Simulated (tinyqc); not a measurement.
# Metal gate on a two-layer dielectric stack with fixed charge and a dipole, step by step

Numbers from tinyqc (`OMP_NUM_THREADS=1 python tinyqc.py 2010135 2010136 out.jsonl`; about 0.01 s on one thread of a shared Intel Xeon 2.30GHz). Printed values are rounded.

Gate, layer 2, layer 1, p-type semiconductor; x runs from the gate inwards. Charges are counted in units of +q. psi is the band bending at the surface, positive towards inversion. Classical charge, Boltzmann statistics, no interface traps.

Values chosen for this exercise; band and dielectric values close to those of silicon, layer 1 close to silicon nitride, layer 2 close to zirconium oxide: temperature T = 350 K; band gap Eg = 1.14 eV; relative permittivity eps_r = 11.6; conduction-band density of states at T Nc = 3.5e19 cm^-3; valence-band density of states at T Nv = 3.28e19 cm^-3; electron affinity chi = 4.04 eV; acceptor density Na = 1e17 cm^-3; work function of the gate metal pM = 5.1 eV; thickness of layer 1, next to the semiconductor t1 = 1.4 nm; relative permittivity of layer 1 e1 = 7.77; thickness of layer 2, next to the gate t2 = 4.6 nm; relative permittivity of layer 2 e2 = 25.2; fixed charge at the semiconductor interface Q1 = 6.5e11 cm^-2; fixed charge between the layers Q2 = -5e11 cm^-2; uniform charge density in layer 1 r1 = -1e19 cm^-3; uniform charge density in layer 2 r2 = 0 cm^-3; flat-band shift by a dipole layer between the layers Vd = 0 V; band bending psi of the working point ps = 0.876 V.

Constants: q = 1.602176634e-19 C, kB = 1.380649e-23 J/K, Vt = kB T/q, eps0 = 8.8541878128e-14 F/cm where lengths are in cm. Results are converted to the units shown.

## Equivalent thickness and work-function difference

EOT = 3.9 (t1/e1 + t2/e2), Cox = eps0/(t1/e1 + t2/e2); phi_ms = pM - (chi + Eg - Vt ln(Nv/Na)).

EOT = 1.41461 nm
Cox = 2.44105 uF/cm^2
share of layer 1 in the EOT = 49.6747 %
phi_ms = 0.0947212 V

## Flat-band voltage, term by term

EOT = 3.9 (t1/e1 + t2/e2), Cox = eps0/(t1/e1 + t2/e2); phi_ms = pM - (chi + Eg - Vt ln(Nv/Na)). Vfb = phi_ms + Vd - (q/eps0) [Q1 (t1/e1 + t2/e2) + Q2 t2/e2 + r1 (t1^2/(2 e1) + t1 t2/e2) + r2 t2^2/(2 e2)]: each charge counts with its electrical distance from the gate.

terms (V): phi_ms 0.0947212, dipole 0.0000000, Q1 -0.0426625, Q2 0.0165154, r1 0.0690658, r2 0.0000000
Vfb = 0.137640 V

Apart from phi_ms the largest term is that of r1, 69.1 mV; all charges and the dipole together move Vfb by 42.9 mV.

## Threshold voltage

ni = sqrt(Nc Nv) exp(-Eg/(2 Vt)), Eg in volts, pB = Vt ln(Na/ni), Vth = Vfb + 2 pB + sqrt(4 q eps0 eps_r Na pB)/Cox.

ni = 2.10055e11 cm^-3
pB = 0.394300 V
depletion charge = 0.161102 uC/cm^2
Vth = 0.992237 V

## Charge in the semiconductor

ni = sqrt(Nc Nv) exp(-Eg/(2 Vt)), Eg in volts. Qs = -sign(psi) sqrt(2 q eps0 eps_r Na Vt [exp(-u) + u - 1 + (ni/Na)^2 (exp(u) - u - 1)]), u = psi/Vt.

Qs = -0.214100 uC/cm^2

The surface is in strong inversion: psi exceeds 2 Vt ln(Na/ni) = 0.789 V.

## Fields and voltage drops

Gauss: D = -Qs just inside the semiconductor; going towards the gate subtract q Q1, then q r1 t1, q Q2 and q r2 t2. Field = D/(eps0 e); the drop over a layer is its mean field times its thickness; Vg = phi_ms + Vd + psi + both drops.

```
place                        D (uC/cm^2)  field (MV/cm)
layer 2, gate side              0.414372       0.185713
layer 2, inner side             0.414372       0.185713
layer 1, outer side             0.334263       0.485869
layer 1, semiconductor side     0.109959       0.159830
semiconductor surface           0.214100       0.208454
```

drop over layer 2 = 0.0854278 V
drop over layer 1 = 0.0451989 V
Vg = 1.10135 V

The same Vg follows from Vfb + psi - Qs/Cox. The largest field, 0.486 MV/cm in size, is at: layer 1, outer side.
